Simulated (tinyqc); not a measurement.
The lens: binary melting diagram from solution models of liquid and solid. Computed by tinyqc, a small Python program. Command: `OMP_NUM_THREADS=1 python tinyqc.py 3020937 3020938 out.jsonl melt walk`. One thread of a shared host (Intel(R) Xeon(R) Processor @ 2.30GHz), about 0.01 s of CPU time with the checks.

x is the fraction of B. In a phase with interaction L: mu_A = G_A + R T ln(1 - x) + L x^2, mu_B = G_B + R T ln x + L (1 - x)^2. Melting: G(liquid) - G(solid) = H (1 - T/T_m) for each pure component.

Inputs (values chosen for the exercise, modelled on Si-Ge): melting point T_A = 1687 K; melting point T_B = 1211 K; heat of melting H_A = 50.5 kJ/mol; heat of melting H_B = 37.2 kJ/mol; liquid interaction L_L = 7.4 kJ/mol; solid interaction L_S = 3.7 kJ/mol.

Diagram: complete solid solution (lens).

Constants: R = 8.314462618 J/(mol K).

Method. Equal potentials: F_A = dG_A + R T ln[(1 - xl)/(1 - xs)] + L_L xl^2 - L_S xs^2 = 0, F_B = dG_B + R T ln(xl/xs) + L_L (1 - xl)^2 - L_S (1 - xs)^2 = 0. Newton steps from the ideal values with the exact Jacobian, halved if x would leave (0, 1); stop below 1e-12, residuals under 1e-7 shown as 0.

Liquidus and solidus:
```
T (K)       xl       xs  ideal xl  ideal xs
1663   0.09434  0.04193   0.07763   0.02844
1592   0.36064  0.15321   0.28994   0.11976
1520   0.58339  0.25954   0.47882   0.22594
1449   0.74177  0.37337   0.63934   0.34848
1378   0.85137  0.51087   0.77482   0.49516
1306   0.92909  0.68955   0.88747   0.67833
1235   0.98453  0.91405   0.97529   0.90772
```

What does the comparison show, and why?

The lens is widest among these rows at 1449 K (0.368 in x, ideal 0.291). L_L - L_S = +3.7 kJ/mol, relative to the mixed solid, penalises the mixed liquid, and the liquidus lies above the ideal one in every row.
